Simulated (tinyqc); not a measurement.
## Gate sheet resistance from two finger widths

Question. At low frequency R = Rsh Wf/(3 L) + B/Wf, where B collects the channel and vertical terms. Find Rsh, B and the width of lowest R.

Inputs (values chosen for the exercise): channel length L = 0.55 um.

input resistance of single fingers, contacted at one end, of width 0.87 and 4.6 um (ohm): 70.125810  77.778656

Answer. R Wf is a straight line in Wf^2; the minimum of R lies where both terms are equal.

Rsh = 24.00 ohm/square
B = 50.00 ohm um
width of lowest R = 1.854 um

Computed by the program tinyqc: `OMP_NUM_THREADS=1 python tinyqc.py 2262207 2262208 out.jsonl`, one thread of a shared Intel Xeon 2.30GHz, about 0.01 s for the whole run.
